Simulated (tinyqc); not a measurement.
# Threshold-voltage variability of a planar MOSFET, analytic estimates: effects of single changes

Three independent sources add in quadrature: random dopants in the depleted layer, metal-gate grains of two orientations, and roughness of the two gate edges acting through the roll-off VT = VT(long) - Vr exp(-L/l). These are first-order estimates: no three-dimensional electrostatics, no percolation.

Values chosen for this exercise; material values close to those of silicon:
```
symbol,value,unit,meaning
T,293,K,temperature
Eg,1.11,eV,band gap
eps_r,11.6,,relative permittivity of the semiconductor
Nc,2.67e19,cm^-3,conduction-band density of states at T
Nv,2.58e19,cm^-3,valence-band density of states at T
Na,2.1e18,cm^-3,channel doping
ti,2.5,nm,oxide-equivalent thickness in inversion
L,20,nm,gate length
G,15,nm,metal grain size
dW,0.3,eV,work-function difference of the two grain orientations
p,0.3,,share of the orientation of higher work function
De,0.6,nm,rms roughness of one gate edge
La,10,nm,correlation length of the roughness
l,5.1,nm,decay length of the threshold roll-off
Vr,2.1,V,prefactor of the roll-off
```

Constants: q = 1.602176634e-19 C, kB = 1.380649e-23 J/K, Vt = kB T/q, eps0 = 8.8541878128e-14 F/cm where lengths are in cm. Results are converted to the units shown.

Each table varies one quantity; the others keep the values above.

## Scaling length and width together

ni = sqrt(Nc Nv) exp(-Eg/(2 Vt)), Eg in volts; Cox = 3.9 eps0/ti; Wd = sqrt(4 eps0 eps_r Vt ln(Na/ni)/(q Na)); dopants: s1 = (q/Cox) sqrt(Na Wd/(3 L W)). Grains: Ng = L W/G^2 (at least 1), s2 = dW sqrt(p (1 - p)/Ng). Edges, with exponential correlation and u = W/La: the mean gate length has sL^2 = 2 De^2 (2/u)[1 - (1 - exp(-u))/u]; s3 = sL (Vr/l) exp(-L/l). s = sqrt(s1^2 + s2^2 + s3^2). l and Vr are held fixed. W = 3.1 L in every row; l is held fixed.

Results:

| L (nm) | s1 (mV) | s2 (mV) | s3 (mV) | s (mV) | s sqrt(L W) (mV um) |
|---|---|---|---|---|---|
| 13 | 66.354 | 90.094 | 16.730 | 113.14 | 2.5896 |
| 16 | 53.913 | 73.202 | 8.6117 | 91.319 | 2.5726 |
| 20 | 43.130 | 58.561 | 3.6009 | 72.819 | 2.5642 |
| 24 | 35.942 | 48.801 | 1.5240 | 60.627 | 2.5619 |
| 29 | 29.745 | 40.387 | 0.52702 | 50.161 | 2.5612 |
| 44 | 19.605 | 26.619 | 0.023069 | 33.059 | 2.5611 |

Estimate the missing row, L = 36 nm.

Computed row:

| L (nm) | s1 (mV) | s2 (mV) | s3 (mV) | s (mV) | s sqrt(L W) (mV um) |
|---|---|---|---|---|---|
| 36 | 23.961 | 32.534 | 0.12134 | 40.406 | 2.5611 |

With this row back in the table: As L goes from 13 to 44 nm, s falls from 113 to 33.1 mV. The grains are the largest source in the first and the last row. The product s sqrt(L W) falls from 2.59 to 2.56 mV um: s1 and s2 go as 1/sqrt(L W), so the change comes from s3 alone. For L = 13 to 16 nm the gate holds under four grains, so the work function takes a few discrete values. For L = 13 to 24 nm the depletion depth exceeds L, so source and drain share much of the charge and s1 is rough.

## Effect of the gate width

Same model as above.

l and Vr are held fixed.

Effect of the gate width:

| W (nm) | s1 (mV) | s2 (mV) | s3 (mV) | s (mV) | s sqrt(L W) (mV um) |
|---|---|---|---|---|---|
| 21 | 74.11 | 100.6 | 5.154 | 125.1 | 2.563 |
| 34 | 58.24 | 79.08 | 4.491 | 98.32 | 2.564 |
| 55 | 45.79 | 62.18 | 3.777 | 77.31 | 2.564 |
| 89 | 36.00 | 48.88 | 3.091 | 60.78 | 2.564 |
| 140 | 28.70 | 38.97 | 2.521 | 48.47 | 2.565 |
| 230 | 22.39 | 30.40 | 1.996 | 37.81 | 2.565 |
| 380 | 17.42 | 23.65 | 1.567 | 29.42 | 2.565 |
| 620 | 13.64 | 18.52 | 1.233 | 23.03 | 2.565 |

Read the table: what changes, and by how much?

As W goes from 21 to 620 nm, s falls from 125 to 23.0 mV. The grains are the largest source in the first and the last row. The product s sqrt(L W) stays near 2.56 mV um: s1 and s2 count independent dopants and grains, so they go as 1/sqrt(L W), and s3 is too small to matter. For W = 21 to 34 nm the gate holds under four grains, so the work function takes a few discrete values. In every row the depletion depth exceeds L, so source and drain share much of the charge and s1 is rough.

tinyqc, about 0.01 s, one thread, Intel Xeon 2.30GHz (shared host): `OMP_NUM_THREADS=1 python tinyqc.py 2090024 2090025 out.jsonl`
